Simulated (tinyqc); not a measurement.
Equilibrium and kinetic segregation of a solute to boundaries and growing surfaces: one step, computed by the program tinyqc.

Task: Depletion of small grains. With theta the solute fraction on boundary sites and x that in the grains, theta/(1 - theta) = [x/(1 - x)] exp[Q/(k_B T)]. Finite grains: boundary sites are the fraction f = 3 delta/d, and x0 = (1 - f) x + f theta; solve both equations for theta; share at boundaries = f theta/x0.

Inputs (values chosen for the exercise, for a model alloy): segregation energy Q = 0.685 eV; total solute fraction x0 = 0.0054; temperature T = 1100 K; grain size d = 1200 nm; boundary thickness delta = 0.63 nm.

Isotherm: Langmuir-McLean.

Constants: k_B = 8.617333262e-05 eV/K.

Give: site fraction f; coverage theta; fraction x left in the grains; share of solute at boundaries; enrichment theta/x.

Result:

site fraction f = 0.001575

coverage theta = 0.8489

fraction x left in the grains = 0.004069

share of solute at boundaries = 24.76 %

enrichment theta/x = 208.6
